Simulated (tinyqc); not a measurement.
Etch lag against aspect ratio: ion-assisted plasma etching: sheath, surface coverage, synergy and aspect-ratio dependence. Computed by tinyqc, a small Python program. Command: `OMP_NUM_THREADS=1 python tinyqc.py 3012022 3012023 out.jsonl etch walk`. One thread of a shared host (Intel(R) Xeon(R) Processor @ 2.30GHz), about 0.07 s of CPU time with the checks.

Radicals adsorb on bare sites; ions remove covered sites with a high yield and bare sites by sputtering; a slow spontaneous reaction acts everywhere, walls included.

Inputs (values chosen for the exercise, close to those used for silicon dioxide in a fluorocarbon plasma):
```
quantity                                value       unit
plasma density n_e                    3.1e+11     1/cm^3
electron temperature T_e                  2.9         eV
ion mass M_i                               40          u
sheath voltage V                           80          V
radical density n                     7.3e+13     1/cm^3
radical mass M_n                           19          u
gas temperature T_g                       400          K
sticking coefficient s                   0.17          -
radicals per removed unit x                 4          -
yield slope b                            0.28  eV^(-1/2)
threshold E_th                            9.9         eV
sputter slope b_p                       0.014  eV^(-1/2)
sputter threshold E_p                      39         eV
spontaneous reaction probability k_c  2.1e-05          -
solid density N                       2.2e+22     1/cm^3
ion temperature T_i                      0.49         eV
```

Feature: round hole.

Constants: e = 1.602176634e-19 C; u = 1.6605390666e-27 kg; k_B = 1.380649e-23 J/K; eps_0 = 8.8541878128e-12 F/m.

Method:
- Bohm speed u_B = sqrt(e T_e/M_i); ion flux G_i = 0.61 n_e u_B; radical flux G_n = n c/4 with c = sqrt(8 k_B T_g/(pi M_n)).
- Debye length lambda_D = sqrt(eps_0 T_e/(e n_s)) with n_s = 0.61 n_e, T_e in volts; Child-law sheath d = (sqrt2/3) lambda_D (2 V/T_e)^(3/4); ion energy E = V + T_e/2; angular spread = arctan(sqrt(T_i/E)).
- Yields: Y = b (sqrt(E) - sqrt(E_th)) on covered sites, Y_p = b_p (sqrt(E) - sqrt(E_p)) on bare ones (zero below threshold).
- Steady coverage: s G_n (1 - theta) = x Y G_i theta; removal flux = Y G_i theta + Y_p G_i (1 - theta) + k_c G_n; rate = flux/N, 1 cm/s = 6e8 nm/min.
- Lateral rate = k_c G_n/N; anisotropy = 1 - lateral/vertical; synergy = vertical/(ions alone + radicals alone), with ions alone Y_p G_i/N and radicals alone the lateral rate.
- Transmission of a round hole: K = 1/(1 + 3A/4), walls that scatter diffusely without loss. With a loss probability S = s (1 - theta) at the floor, G_b/G_n = K/(K + S - K S); theta follows G_b, and the two are solved together. Ions are taken to reach the floor unshadowed; G_b replaces G_n in every term of the rate; A is depth over diameter.

yield Y = 1.64599

sputter yield Y_p = 0.0389195

ion flux G_i = 5.00140e+16 1/(cm^2 s)

radical flux G_n = 1.21844e+18 1/(cm^2 s)

vertical rate = 900.229 nm/min

coverage theta = 0.386139

Floor of the feature:
```
A            K  G_b/G_n    theta  rate (nm/min)  relative rate
0.5    0.72727  0.96180  0.37695         880.06        0.97759
1.0    0.57143  0.92542  0.36794         860.28        0.95562
2.0    0.40000  0.85791  0.35050         822.02        0.91312
5.0    0.21053  0.69249  0.30343         718.70        0.79836
10.0   0.11765  0.50866  0.24241         584.81        0.64962
20.0   0.06250  0.32026  0.16768         420.87        0.46751
50.0   0.02597  0.14624  0.08424         237.85        0.26421
100.0  0.01316  0.07594  0.04559         153.08        0.17004
```

What does the comparison show, and why?

K falls by a factor 55.3 over the rows and the rate by 5.75. Among these rows the rate stays within 10 % of the open-field value up to A = 2, and falls further as fewer radicals reach the floor. Caution: rows with A above about 1/(2 tan(ion spread)) or 1/sqrt(k_c), often 10 to 30, are formal: ion shadowing, radical loss on the walls, redeposition of sputtered material and, in fluorocarbon plasmas, polymer growth are left out and add to the lag.
